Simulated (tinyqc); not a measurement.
Comparisons within one model: Kane-Mele model of a buckled honeycomb layer in a normal field. A value that a table varies takes the place of the one given here.

Sublattices A and B lie at +/-b, so the field gives them the energies +/-D, D = e b Ez (in eV for b in angstrom and Ez in V/angstrom); 2 lam is the gap at zero field. Near the valleys tau = +/-1, for spin sz = +/-1: H = hbar v (tau qx sx + qy sy) + m sz_AB with m = D - tau sz lam, hbar v = (sqrt3/2) a t. On the lattice the spin-orbit term is the second-neighbour hopping i (lam/3 sqrt3) nu sz, nu = +/-1 by the sense of the turn. The filled band of one cone contributes tau sign(m)/2 to the Chern number, in the sense Omega = curl of i<u|grad u>. Rashba terms are left out.

Zigzag ribbon of N chains, sites A1, B1, A2, ...; k in 1/a. Bonds -2t cos(k/2) (A_n to B_n) and -t (B_n to A_(n+1)); diagonal +/-(D + 2 l2 sz sin k) on A and B; A_n to A_(n+1): -2 l2 sz sin(k/2), B_n to B_(n+1): the opposite; l2 = lam/(3 sqrt3).

Constants: kB = 8.617333262e-05 eV/K; hbar^2/2m0 = 3.80998211 eV angstrom^2.

Inputs chosen for the exercise (of the size used for germanene; the results hold for these values, not for the real material):

| symbol | value | unit | meaning |
|---|---|---|---|
| a | 4.02 | angstrom | lattice constant |
| t | 1.31 | eV | hopping |
| lam | 0.042 | eV | spin-orbit half gap |
| b | 0.35 | angstrom | half the buckling height |
| Ez | 0.056 | V/angstrom | normal field at the atoms, after screening; 0.01 is 1 MV/cm, and gates reach some 0.05 |
| N | 24 |  | chains |

## Edge bands of a zigzag ribbon

The two middle levels for each spin, and the weight of the upper one on the half of the ribbon that holds A1.

Middle levels (meV):

| k/pi | up, lower | up, upper | up, weight | down, lower | down, upper | down, weight |
|---|---|---|---|---|---|---|
| 0.6 | -280.513 | 280.513 | 0.54 | -274.707 | 274.707 | 0.49 |
| 0.7 | -63.189 | 63.189 | 0.91 | -30.509 | 30.509 | 0.22 |
| 0.8 | -48.093 | 48.093 | 1.00 | -8.904 | 8.904 | 0.00 |
| 0.9 | -34.576 | 34.576 | 1.00 | -4.612 | 4.612 | 1.00 |
| 1.0 | -19.594 | 19.594 | 1.00 | -19.594 | 19.594 | 1.00 |
| 1.1 | -4.612 | 4.612 | 1.00 | -34.576 | 34.576 | 1.00 |
| 1.2 | -8.904 | 8.904 | 0.00 | -48.093 | 48.093 | 1.00 |
| 1.3 | -30.509 | 30.509 | 0.22 | -63.189 | 63.189 | 0.91 |
| 1.4 | -274.707 | 274.707 | 0.49 | -280.513 | 280.513 | 0.54 |

What can be read from the table?

For spin up the upper level changes from one edge to the other between k/pi = 1.1 and 1.2: the two edge bands cross there and each joins valence to conduction band. Spin down mirrors this about k = pi, so each edge carries a counter-moving pair. At k = pi the levels are -19.594 and 19.594 meV, with D = 19.600 meV and lam = 42 meV.

## Closing and reopening the gap

Ez = f lam/b. Gap 2 |D - lam|, second gap 2 (D + lam), Z2 index, and the temperature at which kB T equals the gap.

Against field:

| f | Ez (V/angstrom) | gap (meV) | second gap (meV) | Z2 | gap/kB (K) |
|---|---|---|---|---|---|
| 0.00 | 0 | 84.000 | 84.000 | 1 | 974.8 |
| 0.25 | 0.0300 | 63.000 | 105.000 | 1 | 731.1 |
| 0.50 | 0.0600 | 42.000 | 126.000 | 1 | 487.4 |
| 0.75 | 0.0900 | 21.000 | 147.000 | 1 | 243.7 |
| 0.90 | 0.108 | 8.400 | 159.600 | 1 | 97.5 |
| 1.10 | 0.132 | 8.400 | 176.400 | 0 | 97.5 |
| 1.50 | 0.180 | 42.000 | 210.000 | 0 | 487.4 |
| 2.00 | 0.240 | 84.000 | 252.000 | 0 | 974.8 |
| 3.00 | 0.360 | 168.000 | 336.000 | 0 | 1949.6 |

What does this show?

The gap closes at Ez = 0.12 V/angstrom, 12 MV/cm at the atoms (the applied field must be larger by the screening), and is back at its zero-field size at twice that. At zero field it is 84.0 meV, above kB T at 300 K (25.9 meV).

## What each parameter does

Smaller and larger gap, hbar v, and the mass 2c|m|/(hbar v)^2 at the smaller gap, c = hbar^2/2m0. Each row changes one parameter from the base and keeps the others.

Results:

| case | smaller gap (meV) | larger gap (meV) | hbar v (eV angstrom) | mass (m0) |
|---|---|---|---|---|
| base | 44.800 | 123.200 | 4.5607 | 0.00821 |
| a = 4.422 angstrom | 44.800 | 123.200 | 5.0167 | 0.00678 |
| t = 1.441 eV | 44.800 | 123.200 | 5.0167 | 0.00678 |
| lam = 0.0462 eV | 53.200 | 131.600 | 4.5607 | 0.00974 |
| Ez = 0.0616 V/angstrom | 40.880 | 127.120 | 4.5607 | 0.00749 |

What does this show?

The largest shifts from the base row, up to three for each result and ties (the steps differ in size, so this ranks the rows, not the parameters). smaller gap (meV): lam +8.400, Ez -3.920; unchanged at the printed digits by a and t. larger gap (meV): lam +8.400, Ez +3.920; unchanged at the printed digits by a and t. hbar v (eV angstrom): a +0.4561, t +0.4561; unchanged at the printed digits by lam and Ez. mass (m0): lam +0.00154, a -0.00142, t -0.00142.

(tinyqc, `OMP_NUM_THREADS=1 python tinyqc.py 1480082 1480083 out.jsonl`, Intel(R) Xeon(R) Processor @ 2.30GHz, 1 thread, shared host, about 0.02 s.)
